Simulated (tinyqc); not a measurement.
Punch-through p+-n junction, ionisation integral and breakdown: one step of the calculation.

A p+ layer at x < 0 and an n drift layer from x = 0 to L on an n+ substrate. Depletion approximation, built-in voltage neglected. Local ionisation coefficients alpha_n = an exp(-(bn/E)^mx), alpha_p = ap exp(-(bp/E)^mx). Electrons move towards +x, holes towards x = 0.

Question. Field and ionisation coefficients on a grid. W = sqrt(2 eps0 eps_r V/(q N)), peak field E0 = q N W/(eps0 eps_r), falling linearly to 0 at W; if W > L the layer is punched through: W = L, E0 = V/L + q N L/(2 eps0 eps_r), falling linearly to E1 = V/L - q N L/(2 eps0 eps_r). Grid: 10 equal steps from 0 to fr W.

Values chosen for this exercise; material values close to those of gallium nitride: relative permittivity eps_r = 9.56; prefactor of the electron ionisation coefficient an = 2.75e8 1/cm; field constant for electrons bn = 3.59e7 V/cm; prefactor of the hole ionisation coefficient ap = 1.33e8 1/cm; field constant for holes bp = 2.04e7 V/cm; exponent mx = 1; donor density of the drift layer N = 1.1e15 cm^-3; thickness of the drift layer L = 29 um; reverse voltage V = 4340 V; share of the depleted width that the grid covers fr = 1.

Constants: q = 1.602176634e-19 C, eps0 = 8.8541878128e-14 F/cm where lengths are in cm. Results are converted to the units shown.

Find: W; x; E; alpha_n; alpha_p.

Answer.

W = 29.000 um

```
point,x (um),E (kV/cm),alpha_n (1/cm),alpha_p (1/cm)
0,0.000,1798.5,0.58900,1576.2
1,2.900,1738.1,0.29441,1062.9
2,5.800,1677.7,0.13999,696.66
3,8.700,1617.3,0.062973,442.45
4,11.600,1556.9,0.026625,271.28
5,14.500,1496.6,0.010502,159.90
6,17.400,1436.2,0.0038306,90.146
7,20.300,1375.8,0.0012789,48.329
8,23.200,1315.4,3.8604e-4,24.469
9,26.100,1255.0,1.0385e-4,11.603
10,29.000,1194.7,2.4463e-5,5.1025
```

Numbers from tinyqc (`OMP_NUM_THREADS=1 python tinyqc.py 2120118 2120119 out.jsonl`; about 0.2 s on one thread of a shared Intel Xeon 2.30GHz).
